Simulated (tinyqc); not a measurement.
Two-band tight binding of a puckered layer: one step. Expansion about Gamma. Two cases, with inputs chosen for the exercise.

Problem. h = h0 + i chi kx + gx kx^2 + gy ky^2 and d = 4 t4 + ex kx^2 + ey ky^2, with h0 = t2 + 2 t1 + 2 t3 + t5, chi = ax (t1 - t3 + t5), gx = -ax^2 ((t1 + t3)/4 + t5/2), gy = -ay^2 (t1 + t3)/4, ex = -t4 ax^2/2, ey = -t4 ay^2/2. The gap is 2 h0.

With X = kx ax/2 and Y = ky ay/2: h = t2 + 2 cos(Y) (t1 exp(iX) + t3 exp(-iX)) + t5 exp(2iX), d = 4 t4 cos(X) cos(Y), H = [[d, h], [h*, d]], E = d -/+ |h|.

Case 1.

Values chosen (near a published set for monolayer black phosphorus; the results hold for these values, not for the real material):
- ax = 4.57 angstrom (period along x (armchair))
- ay = 3.35 angstrom (period along y (zigzag))
- t1 = -1.214 eV (along the zigzag)
- t2 = 3.612 eV (across the pucker)
- t3 = -0.215 eV (second in the sheet)
- t4 = -0.106 eV (same sublattice)
- t5 = -0.05 eV (far across)

Case 2.

Values chosen (near a published set for monolayer black phosphorus; the results hold for these values, not for the real material):
- ax = 4.38 angstrom (period along x (armchair))
- ay = 3.33 angstrom (period along y (zigzag))
- t1 = -1.203 eV (along the zigzag)
- t2 = 3.668 eV (across the pucker)
- t3 = -0.225 eV (second in the sheet)
- t4 = -0.104 eV (same sublattice)
- t5 = -0.053 eV (far across)

Give: h0; gap; chi; gx, gy, ex, ey.

Solution.

Case 1.

h0 = 0.7040 eV
gap = 1.4080 eV
chi = -4.7939 eV angstrom

gx, gy, ex, ey (eV angstrom^2): [7.9833, 4.0092, 1.1069, 0.5948]

Case 2.

h0 = 0.7590 eV
gap = 1.5180 eV
chi = -4.5158 eV angstrom

gx, gy, ex, ey (eV angstrom^2): [7.3572, 3.9587, 0.9976, 0.5766]

Computed by tinyqc, one run a case: `OMP_NUM_THREADS=1 python tinyqc.py N N+1 out.jsonl` with N = 1451321, 1451913; one thread of a shared Intel(R) Xeon(R) Processor @ 2.30GHz, about 0.01 s a run at most.
